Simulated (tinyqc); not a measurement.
Comparisons within one model: two-node Weyl semimetal on a cubic lattice and its slab. A value that a table varies takes the place of the one given here.

H = d.s with dx = t sin kx, dy = t sin ky, dz = m (2 - cos kx - cos ky) + M(kz), M = tz (cos k0 - cos kz), k in 1/a. Nodes at (0, 0, +/-k0). Berry curvature of the lower band along z: Omega = d.(dd/dkx x dd/dky)/(2|d|^3), in the sense curl of i<u|grad u>.

Slab of N layers along x with hard walls: layer block t sin(ky) sy + (m (2 - cos ky) + M(kz)) sz, block to the next layer t sx/(2i) - m sz/2.

Inputs chosen for the exercise:
- t = 0.7 eV (hopping in sx and sy)
- m = 0.68 eV (mass term)
- tz = 1 eV (hopping along z)
- k0 = 0.93 1/a (position of the nodes)
- k = (0.48, -0.86, 1.7) 1/a (wave vector)

## Planes of fixed kz and the Fermi arc

C is the sum of Omega over a 24 x 24 mesh, k = (j + 1/2) 2 pi/24, times (2 pi/24)^2/(2 pi). Slab of 30 layers at ky = 0: lowest positive level and weight of the middle pair on the two outer layers.

Against kz:
```
kz (1/a)   M (eV)       C  slab level (eV)  surface weight
0.000     -0.4022  -1.000          0.00000           0.833
0.400     -0.3232  -1.000          0.00000           0.725
0.800     -0.0989  -0.955          0.00192           0.270
1.200      0.2355  -0.002          0.24705           0.008
1.600      0.6270   0.000          0.63398           0.003
2.000      1.0140   0.000          1.01967           0.002
2.400      1.3352   0.000          1.34041           0.002
2.800      1.5401   0.000          1.54502           0.002
3.142      1.5978   0.000          1.60275           0.002
```

C is -1 for kz below k0 = 0.93 and 0 above, within 0.045 on this mesh. Where C = -1 the slab has a level near zero (exactly zero for a thick slab) on its faces (weight 0.83 at kz = 0): these points form the arc from -k0 to +k0, of length 1.86/a. Towards the node M goes to zero and the state spreads into the bulk; beyond it the level follows M, raised by the confinement in the slab.

## Hybridisation of the two arcs

ky = 0, kz = 0; lowest positive level against the number of layers. On a half space the amplitudes are z1^n - z2^n with z the roots of (t + m) z^2/2 - (m + M) z + (m - t)/2 = 0.

Level:
```
N      E (eV)
3     0.04484
4     0.01935
5    0.008411
6    0.003664
8   0.0006961
10  0.0001323
12  2.513e-05
```

z1, z2: 0.4359  -0.0332

The larger root has |z| = 0.4359, so the level should fall by about |z|^2 = 0.19 for two more layers; from 10 to 12 it changes by a factor 0.19.

## What each parameter does

|E| and Omega at k, the velocity tz sin(k0) and k0/pi. Each row changes one parameter from the base and keeps the others.

Results:
```
case            |E| (eV)  Omega (a^2)  vz (eV a)  |sigma_xy| (e^2/(h a))
base              1.2113       0.0222     0.8016                  0.2960
t = 0.63 eV       1.1806       0.0194     0.8016                  0.2960
m = 0.612 eV      1.1845       0.0275     0.8016                  0.2960
tz = 0.9 eV       1.1495       0.0191     0.7215                  0.2960
k0 = 0.837 1/a    1.2735       0.0240     0.7426                  0.2664
```

The largest shifts from the base row, up to three for each result and ties (the steps differ in size, so this ranks the rows, not the parameters). |E| (eV): k0 +0.0622, tz -0.0618, t -0.0307. Omega (a^2): m +0.0054, tz -0.0030, t -0.0028. vz (eV a): tz -0.0802, k0 -0.0590; unchanged at the printed digits by t and m. |sigma_xy| (e^2/(h a)): k0 -0.0296; unchanged at the printed digits by t, m and tz. The Hall conductivity depends on the separation of the nodes alone, with EF at the nodes and no further nodes.

Run: tinyqc, `OMP_NUM_THREADS=1 python tinyqc.py 1481956 1481957 out.jsonl`; Intel(R) Xeon(R) Processor @ 2.30GHz, one thread, shared host; about 0.2 s of CPU time with all checks.
